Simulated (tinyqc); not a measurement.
## p-n diode with diffusion and depletion-layer recombination: currents and ideality against junction voltage

Abrupt junction in the depletion approximation, low injection, full ionisation, neutral widths fixed, ohmic contact on the p side. Vj is the junction voltage; where a series resistance Rs is given, V = Vj + J Rs is the terminal voltage.

ni = sqrt(Nc Nv) exp(-Eg/(2 Vt)), Eg in volts; D = mu Vt; Ln = sqrt(Dn tn), Lp = sqrt(Dp tp); J0n = q ni^2 Dn coth(wp/Ln)/(Ln Na); J0p = (q ni^2 Dp/(Lp Nd)) (s + tanh(wn/Lp))/(1 + s tanh(wn/Lp)), s = Sp Lp/Dp. J_diff = (J0n + J0p)(exp(Vj/Vt) - 1). Vbi = Vt ln(Na Nd/ni^2), W = sqrt(2 eps0 eps_r (Vbi - Vj)(1/Na + 1/Nd)/q), xp = W Nd/(Na + Nd), xn = W Na/(Na + Nd); u(x) = q Na (x + xp)^2/(2 eps0 eps_r) for x < 0 and Vbi - Vj - q Nd (xn - x)^2/(2 eps0 eps_r) for x > 0; p = Na exp(-u/Vt), n = Nd exp((u - Vbi + Vj)/Vt); U = ni^2 (exp(Vj/Vt) - 1)/(tp (n + ni exp(Et/Vt)) + tn (p + ni exp(-Et/Vt))); J_scr = q times the integral of U from -xp to xn. J = J_diff + J_scr. Ideality = (1/Vt) dVj/d ln J or (1/Vt) dV/d ln J; last column ni^2 exp(Vj/Vt)/N^2.

Inputs (values chosen for the exercise); band and dielectric values those of a made-up semiconductor:
```
symbol,value,unit,meaning
T,300,K,temperature
Eg,1.05,eV,band gap
eps_r,13.6,,relative permittivity
Nc,2.47e19,cm^-3,conduction-band density of states at T
Nv,2.42e19,cm^-3,valence-band density of states at T
Na,6.7e16,cm^-3,acceptor density
Nd,9.7e17,cm^-3,donor density
mun,690,cm^2/(V s),electron mobility in the p side
mup,140,cm^2/(V s),hole mobility in the n side
tn,1e-5,s,electron lifetime
tp,1e-9,s,hole lifetime
wp,4,um,neutral width of the p side
wn,120,um,neutral width of the n side
Sp,1e7,cm/s,recombination velocity at the n contact
Rs,0.0007,ohm cm^2,series resistance
Et,0,eV,trap level above the intrinsic level
```

Constants: q = 1.602176634e-19 C, kB = 1.380649e-23 J/K, Vt = kB T/q, eps0 = 8.8541878128e-14 F/cm where lengths are in cm. Results are converted to the units shown.

Currents and ideality against junction voltage:

| Vj (V) | J_diff (A/cm^2) | J_scr (A/cm^2) | J (A/cm^2) | V (V) | ideality against Vj | ideality against V | minority/doping, lighter side |
|---|---|---|---|---|---|---|---|
| 0.2 | 3.662e-7 | 8.705e-7 | 1.237e-6 | 0.2000 | 1.282 | 1.282 | 6.998e-10 |
| 0.26 | 3.731e-6 | 3.844e-6 | 7.575e-6 | 0.2600 | 1.256 | 1.256 | 7.128e-9 |
| 0.32 | 3.800e-5 | 1.445e-5 | 5.245e-5 | 0.3200 | 1.142 | 1.142 | 7.259e-8 |
| 0.37 | 2.629e-4 | 4.113e-5 | 3.040e-4 | 0.3700 | 1.067 | 1.067 | 5.022e-7 |
| 0.43 | 0.002677 | 1.409e-4 | 0.002818 | 0.4300 | 1.024 | 1.024 | 5.115e-6 |
| 0.49 | 0.02727 | 4.792e-4 | 0.02775 | 0.4900 | 1.008 | 1.009 | 5.209e-5 |
| 0.55 | 0.2777 | 0.001612 | 0.2793 | 0.5502 | 1.003 | 1.010 | 5.306e-4 |
| 0.6 | 1.921 | 0.004170 | 1.925 | 0.6013 | 1.001 | 1.053 | 0.003670 |
| 0.66 | 19.57 | 0.009433 | 19.58 | 0.6737 | 1.000 | 1.530 | 0.03738 |

What does the comparison show?

The ideality against Vj falls from 1.28 to 1.00. Diffusion overtakes recombination in the layer between Vj = 0.26 and 0.32 V. J_scr alone has an ideality of 1.56 between the first two rows and 2.84 between the last two. From Vj = 0.66 V the series resistance raises the terminal ideality by over a tenth; there J Rs = 0.53 Vt.

tinyqc, about 0.01 s, one thread, Intel Xeon 2.30GHz (shared host): `OMP_NUM_THREADS=1 python tinyqc.py 2260002 2260003 out.jsonl`
